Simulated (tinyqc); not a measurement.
# Thermoelectric coefficients of a parabolic band, Landauer integrals: two studies

Bulk parabolic band, x = (E - Ec)/kB T, C = hbar^2/(2 m0), kB T in eV. Modes per area gv m kB T x/(4 pi C) times the back-scattering length l0 x^rr give the transport function s0 X(x), s0 = (2 q^2/h) gv m kB T l0/(4 pi C), X = x^(1 + rr). I_k = int X (x - eta)^k w dx, w = 1/(4 cosh^2((x - eta)/2)).

Values chosen for this exercise:
```
symbol,value,unit,meaning
T,300,K,temperature
m,0.3,m0,mass of one valley
gv,3,,valleys
l0,9.6,nm,back-scattering length at x = 1
rr,0,,energy exponent of that length
kL,7.9,W/(m K),lattice thermal conductivity
```

Constants: q = 1.602176634e-19 C, kB = 1.380649e-23 J/K, hbar = 1.054571817e-34 J s, h = 6.62607015e-34 J s, m0 = 9.1093837015e-31 kg, Vt = kB T/q, hbar^2/(2 m0) = 0.0380998212 eV nm^2. Results are converted to the units shown.

Each table varies one quantity; the others keep the values above.

## Best figure of merit against the lattice conductivity

sigma = s0 I_0, S = -(kB/q) I_1/I_0, Lorenz number L = (kB/q)^2 [I_2/I_0 - (I_1/I_0)^2], kappa_e = L sigma T. Power factor S^2 sigma, ZT = S^2 sigma T/(kappa_e + kL). The integrals are converged. For each row eta is chosen to maximise ZT; B = (kB/q)^2 s0 T/kL.

Best figure of merit against the lattice conductivity:
```
kL (W/(m K))         B  best eta  best ZT  S there (uV/K)
0.12            0.6711   -0.8592    1.468          -262.2
0.27            0.2982   -0.4094   0.8235          -230.8
0.59            0.1365   -0.0432   0.4421          -207.2
1.3            0.06194    0.2422   0.2226          -190.1
2.8            0.02876    0.4316   0.1097          -179.4
6.1            0.01320    0.5473  0.05199          -173.2
13            0.006194    0.6082  0.02478          -170.0
29            0.002777    0.6405  0.01120          -168.3
```

What does the table show?

As B falls from 0.671 to 0.00278, the best ZT falls from 1.47 to 0.0112, as B^(0.71) between the first two rows and B^(0.99) between the last two; the best eta moves from -0.86 to 0.64, towards the optimum of the power factor, since kappa_e matters less when kL is large.

## Effect of the Fermi level

Same model as above.

Effect of the Fermi level:
```
eta  sigma (S/cm)  S (uV/K)  kappa_e (W/(m K))  power factor (mW/(m K^2))        ZT
-4          6.561    -517.8           0.002930                     0.1759  0.006678
-3          17.56    -433.0           0.007873                     0.3292   0.01249
-2          45.88    -350.2            0.02077                     0.5628   0.02132
-1          113.2    -272.5            0.05242                     0.8408   0.03172
0           250.6    -204.5             0.1212                      1.048   0.03919
1           474.7    -150.9             0.2454                      1.081   0.03980
2           768.8    -112.4             0.4281                     0.9711   0.03498
3            1102    -86.09             0.6564                     0.8168   0.02864
4            1452    -68.22             0.9126                     0.6759   0.02301
5            1810    -55.81              1.183                     0.5638   0.01862
6            2170    -46.95              1.459                     0.4782   0.01533
```

Read the table: what changes, and by how much?

sigma rises from 6.56 to 2170 S/cm, and S rises from -518 to -46.9 uV/K. Among the rows the power factor is largest at eta = 1 and ZT, 0.0398, at eta = 1, where S = -151 uV/K.

Range of the model: Parabolic bands, elastic scattering and a fixed kL make these model figures, not those of a material.

Numbers from tinyqc (`OMP_NUM_THREADS=1 python tinyqc.py 2800008 2800009 out.jsonl`; about 0.08 s on one thread of a shared Intel Xeon 2.30GHz).
